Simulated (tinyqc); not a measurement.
Inside a calculation: pair of shallow donors (hydrogen-like orbitals). Values are carried at full precision from step to step, so a last printed digit may differ when a step is redone from the rounded ones.

Each donor has the orbital exp(-r/a); energy unit Ha* = q/(eps a), q = e^2/(4 pi eps0), so that a lone donor is bound by Ha*/2; x = R/a. One electron: S = (1 + x + x^2/3) exp(-x), j = 1/x - (1 + 1/x) exp(-2x), k = (1 + x) exp(-x); levels E(+/-) = -1/2 - (j +/- k)/(1 +/- S) in Ha*, without the repulsion of the ions, split by D = |E(-) - E(+)|.

Constants: e^2/(4 pi eps0) = 14.39964547 eV angstrom; hbar = 6.58211957e-16 eV s.

Parameters, chosen for this exercise (near those of two donors in GaN; not measured data): a = 25.4 angstrom (orbital radius); eps = 9.7 (dielectric constant); R = 108 angstrom (separation); dV = 0.61 D (detuning between the donors, in units of D).

## Distance and integrals

Give Ha*, R, x, S, j, k.

Ha* = 58.445 meV
R = 108.00 angstrom
x = 4.2520

S, j, k: [0.16056, 0.23493, 0.07477]

## One electron on two donors

Give both levels, the splitting D = |E(-) - E(+)| and the tunnelling frequency D/(2 pi hbar).

E(+), E(-) (meV): [-44.819, -40.374]

D = 4.445 meV
frequency = 1075 GHz

The second ion deepens the mean level by 13.37 meV, against Ha*/x = 13.75 meV for a point charge.

## Detuning by a gate

Two-level picture for one electron: with detuning u = dV D the splitting is sqrt(D^2 + u^2) and the lower state has weight (1 + u/sqrt(D^2 + u^2))/2 on the lower donor; the field needed is u/(e R), 1 meV/angstrom = 100 kV/cm.

splitting = 5.207 meV
weight = 0.760
field = 2.51 kV/cm

## Two electrons and exchange

Two electrons, Heitler-London: with S' = (1 - x + x^2/3) exp(x), C = 1/x - exp(-2x)(1/x + 11/8 + 3x/4 + x^2/6), X = (1/5){exp(-2x)(25/8 - 23x/4 - 3x^2 - x^3/3) + (6/x)[S^2 (0.5772157 + ln x) + S'^2 Ei(-4x) - 2 S S' Ei(-2x)]}, Q = C - 2j + 1/x and A = X - 2 S k + S^2/x, the singlet and triplet lie at (Q +/- w A)/(1 +/- w S^2) from two lone donors, with the valley weight w = 1 (one valley); the exchange is J = triplet - singlet.

Give C, X, Q, A and J.

C, X, Q, A (Ha*): [0.2336, 0.01098, -0.001083, -0.006962]

J = 811 micro-eV

A swap of the two spins takes pi hbar/J = 0.00255 ns (hbar = 6.58212e-16 eV s). Against the one-electron splitting D = 4.44 meV, J/D = 0.18: exchange needs both electrons to tunnel and falls as exp(-2x), D as exp(-x).

## Checks

- Heitler-London binding at x = 1.6425 against the known 0.1160 hartree: both 0.1160.
- Overlap S by quadrature in spheroidal coordinates against the formula: both 0.16056.

Run: tinyqc, `OMP_NUM_THREADS=1 python tinyqc.py 1281669 1281670 out.jsonl`; Intel(R) Xeon(R) Processor @ 2.30GHz, one thread, shared host; about 0.01 s of CPU time with all checks.
